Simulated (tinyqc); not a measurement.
## Yield against design margin

Cells fail independently with probability Q(k) = erfc(k/sqrt(2))/2 when the margin is k standard deviations, and Y = exp(-Nb Q(k)). phi = exp(-k^2/2)/sqrt(2 pi).  k = margin/s(dVT). With one spare that repairs any one cell, Y1 = exp(-x)(1 + x), x = Nb Q(k).

Parameters, values chosen for the exercise: number of cells Nb = 65536.

s(dVT) = 19.9 mV

Results:
```
M (mV)	k	Q(k)	expected failures x	Y	Y1
80	4.0201	2.9087e-5	1.9062	0.14864	0.43198
86	4.3216	7.7448e-6	0.50756	0.60196	0.90749
90	4.5226	3.0540e-6	0.20015	0.81861	0.98245
94	4.7236	1.1584e-6	0.075919	0.92689	0.99726
100	5.0251	2.5155e-7	0.016486	0.98365	0.99987
106	5.3266	5.0025e-8	0.0032784	0.99673	0.99999
120	6.0302	8.1903e-10	5.3676e-5	0.99995	1.0000
```

Estimate the missing row, M = 112 mV.

Computed row:
```
M (mV)	k	Q(k)	expected failures x	Y	Y1
112	5.6281	9.1081e-9	5.9691e-4	0.99940	1.0000
```

With this row back in the table: Over a change of the margin from 80 to 120 mV, k goes from 4.02 to 6.03, the expected failures fall by 4.6 decades and the yield goes from 0.149 to 0.9999. The spare helps most at M = 86 mV among the rows, where it lifts the yield from 0.602 to 0.907.

Numbers from tinyqc (`OMP_NUM_THREADS=1 python tinyqc.py 2090026 2090027 out.jsonl`; about 0.01 s on one thread of a shared Intel Xeon 2.30GHz).
